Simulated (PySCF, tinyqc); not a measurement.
CCSD on RHF in the sto-3g basis, for BeH+, spin multiplicity 1, step by step. The lowest restricted solution is unstable here: a spin-polarised one lies 0.0161 hartree lower (PySCF). One step of it, computed by the program tinyqc.

Task: CCSD: starting amplitudes. t_ij^ab = <ij||ab> / (e_i + e_j - e_a - e_b), whose energy is MP2.

orbital energies (hartree): MO1 -4.981494, MO2 -0.629012, MO3 -0.250040, MO4 -0.118256, MO5 -0.118256, MO6 0.062211

Two-electron integrals over orbitals (pq|rs), unique and non-zero (hartree):
```
(11|11) 2.275830    (21|11) -0.176060   (21|21) 0.022466    (22|11) 0.447753
(22|21) -0.001921   (22|22) 0.438021    (31|11) -0.170362   (31|21) 0.018386
(31|22) -0.012866   (31|31) 0.025250    (32|11) 0.089934    (32|21) -0.005755
(32|22) -0.062656   (32|31) 0.001406    (32|32) 0.074031    (33|11) 0.507892
(33|21) -0.010103   (33|22) 0.331585    (33|31) 0.001685    (33|32) 0.027513
(33|33) 0.411529    (41|41) 0.015579    (42|41) 0.014501    (42|42) 0.047078
(43|41) 0.013640    (43|42) 0.035882    (43|43) 0.046822    (44|11) 0.569241
(44|21) -0.006161   (44|22) 0.344985    (44|31) -0.006000   (44|32) 0.048202
(44|33) 0.373590    (44|44) 0.449859    (51|51) 0.015579    (52|51) 0.014501
(52|52) 0.047078    (53|51) 0.013640    (53|52) 0.035882    (53|53) 0.046822
(54|54) 0.024249    (55|11) 0.569241    (55|21) -0.006161   (55|22) 0.344985
(55|31) -0.006000   (55|32) 0.048202    (55|33) 0.373590    (55|44) 0.401360
(55|55) 0.449859    (61|11) 0.073803    (61|21) -0.012550   (61|22) -0.008452
(61|31) -0.001340   (61|32) 0.008074    (61|33) 0.013722    (61|44) 0.001945
(61|55) 0.001945    (61|61) 0.014851    (62|11) -0.132321   (62|21) 0.000956
(62|22) 0.011003    (62|31) 0.008639    (62|32) -0.058258   (62|33) 0.001451
(62|44) -0.069853   (62|55) -0.069853   (62|61) 0.006175    (62|62) 0.113504
(63|11) 0.085575    (63|21) -0.003387   (63|22) -0.056634   (63|31) 0.004868
(63|32) 0.071388    (63|33) 0.043686    (63|44) 0.043161    (63|55) 0.043161
(63|61) 0.008320    (63|62) -0.062661   (63|63) 0.088556    (64|41) -0.006303
(64|42) -0.023554   (64|43) -0.005592   (64|64) 0.021358    (65|51) -0.006303
(65|52) -0.023554   (65|53) -0.005592   (65|65) 0.021358    (66|11) 0.478662
(66|21) -0.002367   (66|22) 0.444466    (66|31) -0.011492   (66|32) -0.066037
(66|33) 0.360905    (66|44) 0.349068    (66|55) 0.349068    (66|61) -0.006986
(66|62) 0.032872    (66|63) -0.057348   (66|66) 0.478036
```

Give: Starting amplitudes; correlation energy.

Result:

Starting amplitudes (spin orbitals 1a, 1b, ...; amplitudes related by a flip of all spins are not repeated):
```
from      to          t
2a 2b  3a 3b    -0.0977
2a 2b  6a 6b    -0.0821
2a 2b  3a 6b     0.0544
2a 2b  4a 4b    -0.0461
2a 2b  5a 5b    -0.0461
1a 2b  4a 4b    -0.0027
1a 2b  5a 5b    -0.0027
1a 1b  3a 3b    -0.0027
1a 1b  4a 4b    -0.0016
1a 1b  5a 5b    -0.0016
1a 2b  3a 6b    -0.0016
1a 2b  3b 6a     0.0015
1a 1b  6a 6b    -0.0015
1a 2b  6a 6b    -0.0011
1a 2b  3a 3b  -2.75e-04
1a 1b  3a 6b   1.37e-04
1a 2a  3a 6a  -1.04e-04
```

correlation energy = -0.027594 hartree
